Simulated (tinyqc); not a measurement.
Precursor delivery by bubblers, mass-transport growth and the solid composition of a III-V alloy: one step, computed by the program tinyqc. Command: `OMP_NUM_THREADS=1 python tinyqc.py 3012927 3012928 out.jsonl movpe_thermo walk`. One thread of a shared host (Intel(R) Xeon(R) Processor @ 2.30GHz), about 0.01 s of CPU time with the checks.

1 sccm = 44.615 micromol/min; 1 torr = 133.322 Pa. The sources decompose fully at the surface.

Problem. Partial pressures in the reactor. p_i = p n_i/(44615 F_t), F_t in slm; p_V = p F_V/(1000 F_t), counted per molecule supplied; V/III = 44.615 F_V/(n1 + n2); vapour fraction of source 2 = n2/(n1 + n2).

Inputs (values chosen for the exercise, modelled on trimethylgallium (source 1) and trimethylindium (source 2) for the vapour pressures):
```
quantity             value  unit
bath temperature T1    266     K
bath temperature T2    290     K
total flow F_t          12   slm
group-V flow F_V       200  sccm
reactor pressure p     100  torr
```

molar flow 1 = 25.37236 micromol/min

molar flow 2 = 19.94121 micromol/min

Give: p_1; p_2; p_V; V/III ratio; vapour fraction of source 2.

Solution.

p_1 = 0.004739 torr

p_2 = 0.003725 torr

p_V = 1.667 torr

V/III ratio = 196.9

vapour fraction of source 2 = 0.4401
